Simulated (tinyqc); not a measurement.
# Worked calculation: one-sided p+-n junction, ionisation integral and breakdown

Program tinyqc, `OMP_NUM_THREADS=1 python tinyqc.py 2120102 2120103 out.jsonl`; Intel Xeon 2.30GHz, shared host, one thread, about 0.1 s. Printed values are rounded.

A p+ layer at x < 0 and an n drift layer from x = 0. Depletion approximation, built-in voltage neglected. Local ionisation coefficients alpha_n = an exp(-(bn/E)^mx), alpha_p = ap exp(-(bp/E)^mx). Electrons move towards +x, holes towards x = 0.

Inputs (values chosen for the exercise); material values close to those of gallium nitride:
```
symbol,value,unit,meaning
eps_r,9.46,,relative permittivity
an,2.89e8,1/cm,prefactor of the electron ionisation coefficient
bn,3.47e7,V/cm,field constant for electrons
ap,1.34e8,1/cm,prefactor of the hole ionisation coefficient
bp,1.93e7,V/cm,field constant for holes
mx,1,,exponent
N,3.4e15,cm^-3,donor density of the drift layer
V,2560,V,reverse voltage
fr,0.5,,share of the depleted width that the grid covers
```

Constants: q = 1.602176634e-19 C, eps0 = 8.8541878128e-14 F/cm where lengths are in cm. Results are converted to the units shown.

## Field and ionisation coefficients on a grid

W = sqrt(2 eps0 eps_r V/(q N)), peak field E0 = q N W/(eps0 eps_r), falling linearly to 0 at W. Grid: 12 equal steps from 0 to fr W.

W = 28.0582 um

```
point   x (um)  E (kV/cm)  alpha_n (1/cm)  alpha_p (1/cm)
0       0.0000    1824.78         1.59346         3417.67
1       1.1691    1748.74        0.697068         2157.83
2       2.3382    1672.71        0.282856         1306.62
3       3.5073    1596.68        0.105329         754.281
4       4.6764    1520.65       0.0355330         412.149
5       5.8455    1444.61       0.0106915         211.323
6       7.0146    1368.58      0.00281508         100.602
7       8.1837    1292.55      6.33521e-4         43.8874
8       9.3527    1216.52      1.18322e-4         17.2601
9      10.5218    1140.49      1.76689e-5         5.99383
10     11.6909    1064.45      2.01083e-6         1.78956
11     12.8600    988.421      1.63808e-7        0.443637
12     14.0291    912.388      8.78592e-9       0.0871675
```

## Ionisation integrals by the trapezoid rule

G(x) = integral from 0 to x of (alpha_n - alpha_p); I_n = integral of alpha_n exp(-G) (electrons injected at x = 0), I_p = integral of alpha_p exp(G(end) - G) (holes injected at the far edge); M = 1/(1 - I). All integrals by the trapezoid rule on the grid.

```
point          G  alpha_n exp(-G) (1/cm)
0       0.000000                 1.59346
1      -0.325780                 0.96552
2      -0.528236                 0.47971
3      -0.648683                 0.20150
4      -0.716858                 0.07277
5      -0.753300                 0.02271
6      -0.771533                 0.00609
7      -0.779978                 0.00138
8      -0.783553                 0.00026
9      -0.784912                 0.00004
10     -0.785367                 0.00000
11     -0.785498                 0.00000
12     -0.785529                 0.00000
```

I_n = 2.97733e-4
I_p = 0.533965
M_n = 1.00030
M_p = 2.14576

A grid of 1500 steps over the whole width gives I_n = 2.902e-4 and I_p = 0.5375; the coarse I_n is 2.6 % above and the coarse I_p 0.66 % below those values. Holes multiply more: on this coarse grid M - 1 is 3850 times as large for them.

## Breakdown voltage by secant steps

G(x) = integral from 0 to x of (alpha_n - alpha_p); I_n = integral of alpha_n exp(-G) (electrons injected at x = 0), I_p = integral of alpha_p exp(G(end) - G) (holes injected at the far edge); M = 1/(1 - I). Secant steps on ln I_n(V) = 0 with the integrals on a fine grid (1500 steps), from the points V = 3120 and 3640 V; stop when the step is below 1e-7 of V.

Course of the iteration:
```
step    V (V)       I_n  change of V (V)
1        3640  0.177161              250
2     3890.40   2.11990            -75.8
3     3814.60  0.936448             6.09
4     3820.69  0.997796            0.212
5     3820.91   1.00001         -6.53e-4
6     3820.91   1.00000          6.75e-8
```

Breakdown at 3820.9 V, with a peak field of 2229 kV/cm and W = 34.28 um. The integral for holes reaches 1 at the same voltage.
